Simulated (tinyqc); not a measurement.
## Wide-gap-emitter heterojunction bipolar transistor, Gummel numbers and transit times: Cut-off frequency against collector current

One-dimensional n-p-n transistor in the forward active mode at low injection. In the base p(x) = NB exp(-eta x/wb) and ni(x)^2 = ni^2 exp((g0 + g1 x/wb)/Vt); electrons leave the base at vsat; band spikes at the emitter junction and recombination inside the emitter are ignored.

f(x) = p(x) ni^2/ni(x)^2; I(x) = integral from x to wb of f/Dn, plus f(wb)/vsat; base Gummel number GB = I(0); electron density per unit flux n/(J/q) = I/f; base transit time tauB = integral of I/f over the base. ni = sqrt(Nc Nv) exp(-Eg/(2 Vt)), Eg in volts; JC = J0 exp(VBE/Vt), J0 = q ni^2/GB; collector layer one-sided, Wc = sqrt(2 eps0 eps_r (Vbc + VCB)/(q NC)), Vbc = Vt ln(NB exp(-eta) NC/ni^2), Cjc = eps0 eps_r/Wc, tauC = Wc/(2 vsat). Delay 1/(2 pi fT) = tauE + tauB + tauC + tauR with tauE = Vt (Cj + Cjc)/JC and tauR = Rc Cjc. Charge stored in the emitter is left out. The Kirk effect, also left out, sets in near JC = q NC vsat. n(0) = (JC/q) I(0)/f(0).

Values chosen for this exercise; band and dielectric values close to those of gallium arsenide: temperature T = 400 K; band gap Eg = 1.39 eV; relative permittivity eps_r = 13; conduction-band density of states at T Nc = 6.65e17 cm^-3; valence-band density of states at T Nv = 1.37e19 cm^-3; saturation velocity vsat = 7.97e6 cm/s; neutral base width wb = 95 nm; base doping at the emitter edge NB = 3.2e19 cm^-3; doping falls as exp(-eta x/wb) eta = 0; gap reduction at the emitter edge of the base g0 = 0 eV; further gap reduction across the base (linear) g1 = 0.027 eV; electron diffusion coefficient in the base Dn = 31 cm^2/s; collector doping NC = 1.5e16 cm^-3; collector-base reverse bias VCB = 1.5 V; emitter junction capacitance Cj = 1.2 fF/um^2; emitter plus collector resistance Rc = 7.1 ohm um^2.

Constants: q = 1.602176634e-19 C, kB = 1.380649e-23 J/K, Vt = kB T/q, eps0 = 8.8541878128e-14 F/cm where lengths are in cm. Results are converted to the units shown.

The same in every row: tauB (ps) = 1.966; tauC (ps) = 3.242; tauR (ps) = 0.001581.

Result of one run:
```
VBE (V)	tauE (ps)	fT (GHz)	JC/(q NC vsat)	n(0)/NB
1.250	1.691	23.06	0.1514	1.526e-4
```

Which collector current density JC gave this result: 0.0014, 0.029, 0.13 or 0.29 mA/um^2?

JC = 0.029 mA/um^2.

The whole series:
```
JC (mA/um^2)	VBE (V)	tauE (ps)	fT (GHz)	JC/(q NC vsat)	n(0)/NB
0.00064	1.118	76.62	1.945	0.003341	3.368e-6
0.0014	1.145	35.03	3.955	0.007309	7.367e-6
0.0029	1.170	16.91	7.195	0.01514	1.526e-5
0.0063	1.197	7.784	12.25	0.03289	3.315e-5
0.014	1.225	3.503	18.27	0.07309	7.367e-5
0.029	1.250	1.691	23.06	0.1514	1.526e-4
0.062	1.276	0.7910	26.52	0.3237	3.263e-4
0.13	1.302	0.3772	28.48	0.6787	6.841e-4
0.29	1.329	0.1691	29.59	1.514	0.001526
```

fT rises from 1.94 to 29.6 GHz as the charging time falls as 1/JC; its limit for vanishing tauE is 30.5 GHz, of which the largest delay is tauC (62.2 %). tauE equals the other delays together at JC = 0.00941 mA/um^2. For JC = 0.13, 0.29 JC nears or passes q NC vsat, where base push-out would lower fT.

Range of the model: Heavy doping makes emitter or base degenerate; gE and g0 are to be read as apparent gap changes that include this.

Computed by the program tinyqc: `OMP_NUM_THREADS=1 python tinyqc.py 2320104 2320105 out.jsonl`, one thread of a shared Intel Xeon 2.30GHz, about 0.01 s for the whole run.
